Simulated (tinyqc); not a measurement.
Speed against selectivity over temperature: anisotropic wet etching of Si(100): plane rates, V-grooves, membranes and undercut. Computed by tinyqc, a small Python program. Command: `OMP_NUM_THREADS=1 python tinyqc.py 3021059 3021060 out.jsonl wetetch walk`. One thread of a shared host (Intel(R) Xeon(R) Processor @ 2.30GHz), about 0.01 s of CPU time with the checks.

A long slot opens the mask on a (100) wafer. The floor etches at R100; (111) walls stand at theta = arctan(sqrt2) = 54.7356 degrees to the surface and recede at R111 along their normal.

Inputs (values chosen for the exercise, close to those used for potassium hydroxide solutions):

| quantity | value | unit |
|---|---|---|
| prefactor k0 of the (100) rate | 3.7e+08 | um/min |
| activation energy of (100), E | 0.595 | eV |
| ratio (100)/(111) at 80 C | 290 | - |
| extra energy of (111), dE | 0.12 | eV |
| ratio (100)/oxide at 80 C | 210 | - |
| extra energy of the oxide, dE_ox | 0.26 | eV |
| misalignment of the mask | 0.2 | degrees |
| wafer thickness d | 675 | um |
| membrane thickness wanted | 3.4 | um |

Constants: k_B = 8.617333262e-05 eV/K.

Method:
- R100 = k0 exp(-E/(k_B T)); a ratio given at 80 C scales as exp[(extra energy/k_B)(1/T - 1/353.15 K)]; R111 and R_ox follow by division.
- Temperatures in kelvin are T(C) + 273.15.
- Each row etches to the depth d - membrane; undercut per side = (R111/sin(theta) + R100 sin(misalignment)) x time.

Etching to a fixed depth:

| T (C) | R100 (um/min) | R100/R111 | time (h) | undercut (um) | oxide consumed (nm) |
|---|---|---|---|---|---|
| 30 | 0.0475 | 555.71 | 235.75 | 3.8245 | 781.5 |
| 40 | 0.0983 | 479.89 | 113.91 | 4.0583 | 1073.8 |
| 50 | 0.1944 | 418.20 | 57.58 | 4.3112 | 1446.9 |
| 60 | 0.3692 | 367.46 | 30.32 | 4.5828 | 1914.9 |
| 70 | 0.6754 | 325.31 | 16.57 | 4.8728 | 2493.2 |
| 80 | 1.1940 | 290.00 | 9.37 | 5.1807 | 3198.1 |
| 90 | 2.0456 | 260.16 | 5.47 | 5.5060 | 4046.4 |
| 100 | 3.4049 | 234.75 | 3.29 | 5.8482 | 5055.5 |

What follows from these numbers?

From 30 to 100 C the time falls by a factor 71.7, while the oxide loss grows by 6.47 and the undercut by 1.53: the slower planes and the mask have the higher activation energies, so heat costs selectivity. Misalignment gives 2.34 um of the undercut at any T.
